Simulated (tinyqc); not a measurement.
p-n diode with diffusion and depletion-layer recombination: effect of the neutral width of the n side.

Abrupt junction in the depletion approximation, low injection, full ionisation, neutral widths fixed, ohmic contact on the p side. Vj is the junction voltage; where a series resistance Rs is given, V = Vj + J Rs is the terminal voltage.

ni = sqrt(Nc Nv) exp(-Eg/(2 Vt)), Eg in volts; D = mu Vt; Ln = sqrt(Dn tn), Lp = sqrt(Dp tp); J0n = q ni^2 Dn coth(wp/Ln)/(Ln Na); J0p = (q ni^2 Dp/(Lp Nd)) (s + tanh(wn/Lp))/(1 + s tanh(wn/Lp)), s = Sp Lp/Dp. J_diff = (J0n + J0p)(exp(Vj/Vt) - 1). Vbi = Vt ln(Na Nd/ni^2), W = sqrt(2 eps0 eps_r (Vbi - Vj)(1/Na + 1/Nd)/q), xp = W Nd/(Na + Nd), xn = W Na/(Na + Nd); u(x) = q Na (x + xp)^2/(2 eps0 eps_r) for x < 0 and Vbi - Vj - q Nd (xn - x)^2/(2 eps0 eps_r) for x > 0; p = Na exp(-u/Vt), n = Nd exp((u - Vbi + Vj)/Vt); U = ni^2 (exp(Vj/Vt) - 1)/(tp (n + ni exp(Et/Vt)) + tn (p + ni exp(-Et/Vt))); J_scr = q times the integral of U from -xp to xn. J = J_diff + J_scr.

Inputs (values chosen for the exercise); band and dielectric values close to those of silicon: temperature T = 293 K; band gap Eg = 1.12 eV; relative permittivity eps_r = 11.6; conduction-band density of states at T Nc = 2.67e19 cm^-3; valence-band density of states at T Nv = 2.58e19 cm^-3; acceptor density Na = 1.8e18 cm^-3; donor density Nd = 1.4e16 cm^-3; electron mobility in the p side mun = 240 cm^2/(V s); hole mobility in the n side mup = 370 cm^2/(V s); electron lifetime tn = 5e-8 s; hole lifetime tp = 4e-6 s; neutral width of the p side wp = 0.2 um; recombination velocity at the n contact Sp = 1e7 cm/s; trap level above the intrinsic level Et = 0.07 eV; junction voltage at which recombination is evaluated Vj = 0.33 V.

Constants: q = 1.602176634e-19 C, kB = 1.380649e-23 J/K, Vt = kB T/q, eps0 = 8.8541878128e-14 F/cm where lengths are in cm. Results are converted to the units shown.

The same in every row: J0n (A/cm^2) = 1.010e-12; J_scr (A/cm^2) = 1.685e-6.

Result of one run:
```
J0p (A/cm^2)  J_diff (A/cm^2)  J_scr/J (%)    wn/Lp
6.684e-12            3.651e-6        31.59  0.09815
```

Which neutral width of the n side wn gave this result: 0.2, 6, 20, 200 or 500 um?

wn = 6 um.

The whole series:
```
wn (um)  J0p (A/cm^2)  J_diff (A/cm^2)  J_scr/J (%)     wn/Lp
0.2         1.913e-10         9.122e-5        1.814  0.003272
0.6         6.571e-11         3.166e-5        5.055  0.009815
2           1.993e-11         9.937e-6        14.50   0.03272
6           6.684e-12         3.651e-6        31.59   0.09815
20          2.072e-12         1.462e-6        53.54    0.3272
50          9.717e-13         9.404e-7        64.19    0.8179
200         6.569e-13         7.911e-7        68.06     3.272
500         6.550e-13         7.902e-7        68.08     8.179
```

As wn goes from 0.2 to 500, J0p falls from 1.91e-10 to 6.55e-13 A/cm^2, J_scr stays at 1.69e-6 A/cm^2 and its share rises from 1.81 to 68.1 %. J0p goes as wn^(-0.97) between the first two rows and wn^(0.00) between the last two; Lp = 61.1 um divides the short base from the long one.

Numbers from tinyqc (`OMP_NUM_THREADS=1 python tinyqc.py 2260045 2260046 out.jsonl`; about 0.01 s on one thread of a shared Intel Xeon 2.30GHz).
